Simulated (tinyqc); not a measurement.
# Circular transfer-length structure: effect of the inner radius

A disc contact of radius r0 and a very wide ring contact from r1 = r0 + sp outwards lie on a thin layer; the metal has no resistance and the sheet resistance under the contacts equals Rsh.

Transfer length Lt = sqrt(rc/Rsh). R = (Rsh/2 pi) [(Lt/r0) I0(r0/Lt)/I1(r0/Lt) + ln(r1/r0) + (Lt/r1) K0(r1/Lt)/K1(r1/Lt)] with modified Bessel functions; for r0 >> Lt both ratios tend to 1.

Parameters, values chosen for the exercise: sheet resistance of the semiconductor layer Rsh = 2500 ohm/sq; specific contact resistivity rc = 2.3e-8 ohm cm^2; gap between the contacts sp = 0.92 um.

Results:
```
r0 (um),r0/Lt,inner contact (ohm),rc/(pi r0^2) (ohm),Rsh Lt/(2 pi r0) (ohm)
0.012,0.3956,5183,5084,1006
0.043,1.418,488.0,396.0,280.7
0.081,2.670,190.4,111.6,149.0
0.15,4.945,90.19,32.54,80.46
0.29,9.561,43.98,8.705,41.62
0.56,18.46,22.16,2.335,21.55
1.1,36.27,11.13,0.6051,10.97
```

Estimate the missing row, r0 = 0.022 um.

Computed row:
```
r0 (um),r0/Lt,inner contact (ohm),rc/(pi r0^2) (ohm),Rsh Lt/(2 pi r0) (ohm)
0.022,0.7253,1610,1513,548.6
```

With this row back in the table: The inner contact goes as r0^(-1.93) between the first two rows, where it is 1.9 % above rc over the area, and as r0^(-1.02) between the last two, where it is 1.4 % above the rim form: a small disc uses its whole area, a large one only a rim of width Lt.

Program tinyqc, `OMP_NUM_THREADS=1 python tinyqc.py 2760058 2760059 out.jsonl`; Intel Xeon 2.30GHz, shared host, one thread, about 0.01 s.
